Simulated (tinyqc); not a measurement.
Inside a calculation. Method: RHF in the sto-3g basis, for BeH+, spin multiplicity 1. One step of it, computed by the program tinyqc.

Question. Iteration 2: DIIS coefficients. Solve [B -1; -1 0][c; lambda] = [0; -1] for the coefficients, which sum to one.

B (overlaps of the stored error matrices):
```
               1              2
1  2.9424294e-01  5.4649847e-02
2  5.4649847e-02  3.6131864e-02
```

Give: DIIS coefficients.

Answer.

DIIS coefficients: -0.0838  1.0838
